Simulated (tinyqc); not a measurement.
Minority-electron transport through the base of a bipolar transistor (Moll-Ross and Kroemer integrals): one step, computed by the program tinyqc. Command: `OMP_NUM_THREADS=1 python tinyqc.py 3010732 3010733 out.jsonl base walk`. One thread of a shared host (Intel(R) Xeon(R) Processor @ 2.30GHz), about 0.01 s of CPU time with the checks.

Low injection, one dimension, x from the emitter edge (0) to the collector edge (W), s = x/W. Recombination is treated as a small correction (valid for tau_B well below tau_n), computed from the stored charge.

Question. Profile and built-in field. N(x) = N_0; n_i(x) = n_i; D(x) = (k_B T/e) mu, mu = mu_min + (mu_max - mu_min)/(1 + (N/N_ref)^0.7). Field that drives electrons towards the collector, averaged over the base: (k_B T/e) ln[N_0 n_i(W)^2/(N(W) n_i^2)]/W.

Inputs (values chosen for the exercise, modelled on GaAs):
```
quantity                               value        unit
base doping at the emitter edge N_0  1.8e+19      1/cm^3
base width W                              19          nm
mu_min                                   950  cm^2/(V s)
mu_max                                  6720  cm^2/(V s)
N_ref                                2.3e+17      1/cm^3
temperature T                            300           K
```

Base doping profile: uniform. Gap grading: none. Exit of the base: saturation velocity.

Constants: k_B = 8.617333262e-05 eV/K.

Give: Across the base; drift factor eta (potential drop in k_B T/e); mean built-in field.

Answer.

Across the base:
```
s    N (1/cm^3)  n_i(x)^2/n_i^2  D (cm^2/s)  y (s/cm^5)
0.0    1.80e+19               1       31.29   5.752e+17
0.2    1.80e+19               1       31.29   5.752e+17
0.4    1.80e+19               1       31.29   5.752e+17
0.6    1.80e+19               1       31.29   5.752e+17
0.8    1.80e+19               1       31.29   5.752e+17
1.0    1.80e+19               1       31.29   5.752e+17
```

drift factor eta (potential drop in k_B T/e) = 0

mean built-in field = 0 kV/cm
